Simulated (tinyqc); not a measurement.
## Capacitances against the space between lines

Endless row of lines of width wl, height tl and space sl between grounded planes at distance hd; e2 fills the gaps beside the lines, e1 the rest. Laplace's equation is solved on meshes of 3, 6 and 12 steps per unit u and extrapolated (Aitken), which is good to about 0.2 %. C_even (all lines at 1 V) is the capacitance Cg to the planes; C_odd (neighbours in antiphase) = Cg + 4 Cc if only nearest neighbours couple, which defines Cc; total with quiet neighbours Cg + 2 Cc. Plate values 2 eps0 e1 wl/hd and eps0 e2 tl/sl.

Inputs (values chosen for the exercise):
```
symbol  value  unit                                          meaning
e1        3.9        relative permittivity above and below the lines
e2        2.7                relative permittivity between the lines
wl          6     u                           line width, in units u
tl          8     u                                      line height
hd          6     u                           distance to each plane
```

Constants: eps0 = 8.8541878128e-12 F/m. Results are converted to the units shown.

The same in every row: plate Cg (aF/um) = 69.1.

Result of one run:
```
sl (u)	Cg (aF/um)	Cc (aF/um)	Cg + 2 Cc (aF/um)	C_odd (aF/um)	plate Cc (aF/um)	share of coupling, 2 Cc/(Cg + 2 Cc) (%)
6	125	39.6	204	283	31.9	38.8
```

What becomes of these results when the space between lines sl is changed from 6 to 24 u, all else the same?

Result of the changed run:
```
sl (u)	Cg (aF/um)	Cc (aF/um)	Cg + 2 Cc (aF/um)	C_odd (aF/um)	plate Cc (aF/um)	share of coupling, 2 Cc/(Cg + 2 Cc) (%)
24	176	1.55	179	183	7.97	1.72
```

The whole series:
```
sl (u)	Cg (aF/um)	Cc (aF/um)	Cg + 2 Cc (aF/um)	C_odd (aF/um)	plate Cc (aF/um)	share of coupling, 2 Cc/(Cg + 2 Cc) (%)
2	90.6	126	342	593	95.6	73.5
4	109	63.5	236	363	47.8	53.8
6	125	39.6	204	283	31.9	38.8
8	138	26.4	191	244	23.9	27.7
12	157	12.7	182	208	15.9	13.9
16	168	6.25	180	193	12.0	6.95
24	176	1.55	179	183	7.97	1.72
```

As sl goes from 2 to 24, Cg rises from 90.6 to 176 aF/um, Cc falls from 126 to 1.55 aF/um and the share of coupling falls from 73.5 to 1.72 %. Cg is 1.31 times its plate value in the first row and 2.55 times in the last; for Cc the ratios are 1.31 and 0.194. Neighbours in antiphase raise the load by a factor of 1.74 and 1.02 over quiet ones.

Numbers from tinyqc (`OMP_NUM_THREADS=1 python tinyqc.py 2790112 2790113 out.jsonl`; about 1 s on one thread of a shared Intel Xeon 2.30GHz).
